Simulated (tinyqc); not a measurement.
Isothermal kinetics: hydrogen passivation and dissociation of interface defects with a spread of activation energies. Computed by tinyqc, a small Python program. Command: `OMP_NUM_THREADS=1 python tinyqc.py 3019352 3019353 out.jsonl passivation walk`. One thread of a shared host (Intel(R) Xeon(R) Processor @ 2.30GHz), about 0.01 s of CPU time with the checks.

All defects start passivated and lose hydrogen by HP -> P + H; no hydrogen is supplied. Activation energies are normally distributed.

Inputs (values chosen for the exercise, for a model interface):
```
quantity                        value  unit
mean dissociation energy E_d     2.79    eV
spread s_d                       0.11    eV
prefactor k_d0                2.6e+13   1/s
anneal temperature T              760     K
anneal time t                    1600     s
```

Ambient: vacuum.

Constants: k_B = 8.617333262e-05 eV/K.

Method:
- b = k_d0 exp(-E_d/k_B T); the active share of one kind of site is 1 - exp(-b t).
- Full average: z from -5 to 5 in steps of 0.125 with normalised weights exp(-z^2/2), energy = mean + spread x z.
- Times are decades about 1/b of the mean site. The last column is the part of the change still to come; rows stop once it is below 1e-5.

dissociation rate b = 8.19752e-06 1/s

Against time:
```
t (s)     active share, single energy  active share, spread  unreacted part
1.00e+02                   8.1942e-04            3.2789e-03      9.9672e-01
1.00e+03                   8.1640e-03            2.8708e-02      9.7129e-01
1.00e+04                   7.8705e-02            1.7491e-01      8.2509e-01
1.00e+05                   5.5946e-01            5.5864e-01      4.4136e-01
1.00e+06                   9.9972e-01            9.0447e-01      9.5533e-02
1.00e+07                   1.0000e+00            9.9407e-01      5.9272e-03
1.00e+08                   1.0000e+00            9.9991e-01      8.5603e-05
```

What follows from these numbers?

A single energy finishes within about two decades of time. With the spread the unreacted part is 0.97 at 1000 s and still 0.096 at 1e6 s, where one energy leaves 2.8e-4: a width of s/k_B T = 1.68 in ln(rate) stretches the decay markedly.
